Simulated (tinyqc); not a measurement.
Superjunction drift layer against a plain one, charge balance: two steps of the calculation.

Alternating n and p pillars of equal width wp, doping N and length Lp. When depleted, the lateral field peaks at Ex = q N wp/(2 eps0 eps_r) at the pillar junctions and a uniform vertical field Ey is added; breakdown is taken where Ex^2 + Ey^2 = Ef^2. Only the n pillars conduct, narrowed by the zero-bias depletion. A first-order model: the field peaks at the pillar ends are left out.

Parameters, values chosen for the exercise; values close to those of 4H silicon carbide:
```
symbol,value,unit,meaning
eps_r,9.57,,relative permittivity of the semiconductor
E16,2.56,MV/cm,critical field at a doping of 1e16 cm^-3
mx,929,cm^2/(V s),mobility at low doping
mi,39.2,cm^2/(V s),mobility at high doping
Nr,2e17,cm^-3,reference doping of the mobility
BV,1400,V,wanted breakdown voltage
wp,0.8,um,width of each pillar
Ef,2.3,MV/cm,critical field inside the pillars
a,0.52,,lateral peak field as a share of Ef
Vb,2.8,V,built-in voltage of the pillar junctions
```

Constants: q = 1.602176634e-19 C, eps0 = 8.8541878128e-14 F/cm where lengths are in cm. Results are converted to the units shown.

Problem 1. Thickness and resistance of the plain layer. Ec(N) = E16 (N/1e16 cm^-3)^(1/8), mu(N) = mi + (mx - mi)/(1 + (N/Nr)^0.9). W = 2 BV/Ec, Rsp = W/(q mu N).

N of the plain layer = 1.3291160e16 cm^-3

Find: mu; W; Rsp.

Solution 1.

mu = 857.7 cm^2/(V s)
W = 10.56 um
Rsp = 0.5779 mohm cm^2

Problem 2. Design of the pillars. Ex = a Ef gives N = 2 eps0 eps_r a Ef/(q wp); Ey = Ef sqrt(1 - a^2); Lp = BV/Ey; xd = sqrt(eps0 eps_r Vb/(q N)) on each side; Rsp = 2 Lp/(q mu(N) N (1 - 2 xd/wp)). mu(N) = mi + (mx - mi)/(1 + (N/Nr)^0.9).

Give: N; Ey; Lp; xd; Rsp.

Solution 2.

N = 1.5813e17 cm^-3
Ey = 1.9646 MV/cm
Lp = 7.1262 um
xd = 0.096771 um
Rsp = 0.13976 mohm cm^2

The pillars have an aspect ratio of 8.91. Their doping is 11.9 times, and their Rsp 0.242 times, that of the plain layer.

Computed by the program tinyqc: `OMP_NUM_THREADS=1 python tinyqc.py 2590051 2590052 out.jsonl`, one thread of a shared Intel Xeon 2.30GHz, about 0.01 s for the whole run.
